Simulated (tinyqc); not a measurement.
Programming of a floating-gate cell by Fowler-Nordheim tunnelling: effect of the coupling ratio.

Per tunnel area the floating gate has Ctun = 3.9 eps0/tox to the channel (0 V) and Ccg to the control gate, Ct = Ctun/(1 - ag), no other coupling. With the threshold shift U = -Q/Ccg the field is F = ag (Vg - U)/tox, and dU/dt = J/Ccg. Fowler-Nordheim: J = A F^2 exp(-B/F), A = q^2/(16 pi^2 hbar mo phi) (times 1e14 for A/cm^2 with F in V/nm, emitter mass m0), B = (4/3) sqrt(mo/C) phi^1.5, C = hbar^2/(2 m0).

After 0.001 s. Exact: exp(B/F(t)) = exp(B/F(0)) + K t, K = A B ag/(Ccg tox), and U = Vg - tox F/ag.

Parameters, values chosen for the exercise; oxide values close to those of silicon dioxide:

| symbol | value | unit | meaning |
|---|---|---|---|
| phi | 3.16 | eV | tunnel barrier |
| mo | 0.43 | m0 | tunnelling mass |
| tox | 7.9 | nm | tunnel oxide thickness |
| Vt0 | -0.5 | V | threshold shift at the start |
| Vg | 11.6 | V | control-gate voltage |

Constants: q = 1.602176634e-19 C, hbar = 1.054571817e-34 J s, m0 = 9.1093837015e-31 kg, eps0 = 8.8541878128e-14 F/cm where lengths are in cm, hbar^2/(2 m0) = 0.0380998212 eV nm^2. Results are converted to the units shown.

Effect of the coupling ratio:

| ag | F(0) (V/nm) | F (V/nm) | J (A/cm^2) | U (V) |
|---|---|---|---|---|
| 0.42 | 0.64329 | 0.64329 | 4.8361e-10 | -0.50000 |
| 0.47 | 0.71987 | 0.71987 | 3.8833e-8 | -0.49990 |
| 0.52 | 0.79646 | 0.79627 | 1.3592e-6 | -0.49712 |
| 0.57 | 0.87304 | 0.86994 | 2.3570e-5 | -0.45705 |
| 0.63 | 0.96494 | 0.93291 | 1.9094e-4 | -0.098356 |
| 0.68 | 1.0415 | 0.95266 | 3.4834e-4 | 0.53232 |
| 0.73 | 1.1181 | 0.96194 | 4.5814e-4 | 1.1900 |
| 0.78 | 1.1947 | 0.97022 | 5.8271e-4 | 1.7734 |

What does the comparison show?

The starting field rises from 0.643 to 1.19 V/nm and U rises from -0.500 to 1.77 V. Between the last two rows 0.01 of coupling is worth 117 mV.

Range of the model: Programming fields of 10 MV/cm and more wear the oxide; trapping and the channel potential are ignored.

tinyqc, about 0.01 s, one thread, Intel Xeon 2.30GHz (shared host): `OMP_NUM_THREADS=1 python tinyqc.py 2130086 2130087 out.jsonl`
